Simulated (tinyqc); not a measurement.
Rayleigh-quotient iteration on a symmetric matrix, step by step. Computed by tinyqc, a small Python program that keeps every step. Settings: method = rayleigh, shift = 0.16. Command: `OMP_NUM_THREADS=1 python tinyqc.py 23689 23690 out.jsonl` (the two numbers bound the seeds that draw the settings). One thread of a shared host (Intel(R) Xeon(R) Processor @ 2.60GHz), about 0.01 s of CPU time with the checks.

## Step 1

A, lower triangle:
```
           1          2         3         4
1   0.116000
2  -0.468000   0.429000
3   0.313000   0.318000  1.623000
4  -1.054000  -0.226000  0.328000  1.939000
```

vector v at the start: 0.500000  0.500000  0.500000  0.500000

shift = 0.160000

solve (A - shift) w = v; v' = w/|w| with its largest component positive (the first on a tie); lambda = v'^T A v'; the next shift is lambda.

vector after step 1: 0.727217  0.141166  -0.623278  0.250504

Rayleigh quotient after step 1 = -0.116144

## Step 2

As before.

vector after step 2: 0.709793  0.606531  -0.054437  0.354048

Rayleigh quotient after step 2 = -0.623469

## Course of the iteration

Stop when the residual |A v - lambda v| is below 1e-9.

Steps:

| step | lambda | residual |
|---|---|---|
| 1 | -0.11614381 | 1.08e+00 |
| 2 | -0.62346946 | 4.83e-01 |
| 3 | -0.73691339 | 2.99e-02 |
| 4 | -0.73740312 | 8.34e-06 |
| 5 | -0.73740312 | 3.52e-16 |

all eigenvalues, for comparison: -0.737403  0.676947  1.708985  2.458472

Converged in 5 steps.
